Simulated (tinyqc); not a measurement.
Piezoresistors in the (001) plane of a cubic crystal: two steps of the calculation.

Plane stress in crystal axes x = [100], y = [010]. First-order piezoresistance: d rho_xx/rho = p11 sxx + p12 syy, d rho_yy/rho = p12 sxx + p11 syy, d rho_xy/rho = p44 sxy; a resistor along d = (cos th, sin th) changes by dR/R = d.(d rho/rho).d. Changes of geometry and second-order terms are left out.

Inputs (values chosen for the exercise); coefficients close to those of lightly doped p-type silicon: piezoresistive coefficient p11 = 6.43 x 1e-11/Pa; piezoresistive coefficient p12 = -1.03 x 1e-11/Pa; piezoresistive coefficient p44 = 131 x 1e-11/Pa; angle of the current from [100] th = 45 deg; stress sxx Sx = -190 MPa; stress syy Sy = 190 MPa; shear stress sxy St = 3 MPa; bridge supply Vb = 1.8 V.

Problem 1. Change of the resistivity tensor. As in the introduction.

Find: d rho/rho.

Solution 1.

d rho/rho (%):
```
         x       y
x  -1.4174  0.3930
y   0.3930  1.4174
```

Problem 2. Resistors at th and th + 90 degrees, and the bridge. dR/R = d.(d rho/rho).d. A full bridge with two resistors of each kind in opposite arms gives Vout = Vb (a - b)/(2 + a + b), a and b the two dR/R.

d rho/rho (%):
```
            x          y
x  -1.4174000  0.3930000
y   0.3930000  1.4174000
```

Give: dR/R at th; dR/R at th + 90; Vout.

Solution 2.

dR/R at th = 0.3930 %
dR/R at th + 90 = -0.3930 %
Vout = 7.074 mV

Program tinyqc, `OMP_NUM_THREADS=1 python tinyqc.py 2530035 2530036 out.jsonl`; Intel Xeon 2.30GHz, shared host, one thread, about 0.01 s.
